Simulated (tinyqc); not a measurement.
Shallow acceptor in the spherical model (Baldereschi-Lipari), strong spin-orbit limit: one step, computed by the program tinyqc. Command: `OMP_NUM_THREADS=1 python tinyqc.py 3012404 3012405 out.jsonl acceptor walk`. One thread of a shared host (Intel(R) Xeon(R) Processor @ 2.30GHz), about 0.01 s of CPU time with the checks.

The 1S(3/2) state has an s envelope f(r) and a d envelope g(r). In effective units they obey -(f'' + 2f'/r + 2f/r) + mu (g'' + 5g'/r + 3g/r^2) = E f and -(g'' + 2g'/r - 6g/r^2 + 2g/r) + mu (f'' - f'/r) = E g. The cubic term, the split-off band and the central cell are left out.

Task: Effective units and couplings. Ry* = Ry/(gamma_1 eps^2), a* = a_0 eps gamma_1, mu = (6 gamma_3 + 4 gamma_2)/(5 gamma_1), delta = (gamma_3 - gamma_2)/gamma_1; spherical masses 1/(gamma_1 (1 - mu)) (heavy) and 1/(gamma_1 (1 + mu)) (light).

Inputs (values chosen for the exercise, modelled on silicon):

| quantity | value | unit |
|---|---|---|
| Luttinger gamma_1 | 4.26 | - |
| Luttinger gamma_2 | 0.327 | - |
| Luttinger gamma_3 | 1.47 | - |
| dielectric constant eps | 11.8 | - |

Constants: Ry = 13.605693123 eV; a_0 = 0.529177210903 angstrom.

Give: Ry*; a*; mu; delta; heavy-hole mass; light-hole mass.

Result:

Ry* = 22.938 meV

a* = 26.601 angstrom

mu = 0.47549

delta = 0.26831

heavy-hole mass = 0.44755 m_0

light-hole mass = 0.15909 m_0

Caution: gamma_3 and gamma_2 differ by more than 0.17 gamma_1: band warping, left out here, adds several per cent to the binding.
